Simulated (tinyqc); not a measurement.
Spin coating of a resist or spin-on film: centrifugal thinning, evaporation and the final thickness (Emslie and Meyerhofer models). Changing the solids volume fraction c0. Computed by tinyqc, a small Python program. Command: `OMP_NUM_THREADS=1 python tinyqc.py 3113058 3113059 out.jsonl spincoat sweep`. One thread of a shared host (Intel(R) Xeon(R) Processor @ 2.30GHz), about 0.2 s of CPU time with the checks.

A Newtonian film stays uniform over the wafer; solvent and solids have the same density and the concentration is uniform through the thickness.

Inputs (values chosen for the exercise, of the order of those of a polymer resist in an ester solvent):
```
quantity                                 value          unit
kinematic viscosity of the solvent nu_s    1.1        mm^2/s
viscosity constant k                      1400        mm^2/s
viscosity exponent gamma                   2.2             -
spin speed f                              2000           rpm
evaporation rate at 1000 rpm e0           0.13  micrometre/s
starting thickness h0                      100    micrometre
wafer radius R                             100            mm
shrinkage in the bake                       13             %
```

Method:
- omega = 2 pi f/60; nu(c) = nu_s + k c^gamma; evaporation rate e = e0 sqrt(f/1000 rpm).
- Flow constant K = 2 omega^2/(3 nu(c0)); Reynolds number of the air omega R^2/nu_air with nu_air = 15 mm^2/s.
- Meyerhofer estimate: flow rules until (1 - c0) K h^3 = e, then evaporation alone: h_w = (e/((1 - c0) K))^(1/3), dry film c0 h_w.
- Full model for solids s and liquid l per area, h = s + l, c = s/h: ds/dt = -c Q, dl/dt = -(1 - c) Q - e, Q = 2 omega^2 h^3/(3 nu(c)); integrated adaptively (relative tolerance 1e-9) until l = 0.
- Dry film = s at l = 0, before the bake; film after the bake = s x (1 - shrinkage).

One run for each value:
```
solids volume fraction c0  dry film (nm)  nu(c0) (mm^2/s)  dry film, estimate (nm)  time to dry (s)
0.016                                 33              1.3                       32            13.25
0.025                                 58              1.5                       53            14.30
0.040                                110              2.3                       98            16.58
0.063                                221              4.3                      193            20.48
0.100                                471              9.9                      411            26.44
0.160                               1046             25.9                      926            34.43
0.250                               2252             67.4                     2067            42.96
0.400                               5085            187.6                     5011            49.95
```

Describe and explain the trends.

Over the rows, dry film (nm) rises from 33.5 to 5080 (exponent d ln y / d ln x 1.2 between the first rows and 1.7 between the last); nu(c0) (mm^2/s) rises from 1.26 to 188 (exponent d ln y / d ln x 0.42 between the first rows and 2.2 between the last); dry film, estimate (nm) rises from 32.0 to 5010 (exponent d ln y / d ln x 1.1 between the first rows and 1.9 between the last). In the estimate the dry film goes as c0 (nu/(1 - c0))^(1/3), so its exponent rises above 1 once the solids raise the viscosity. Left out: 0.0100 (the run failed its checks).
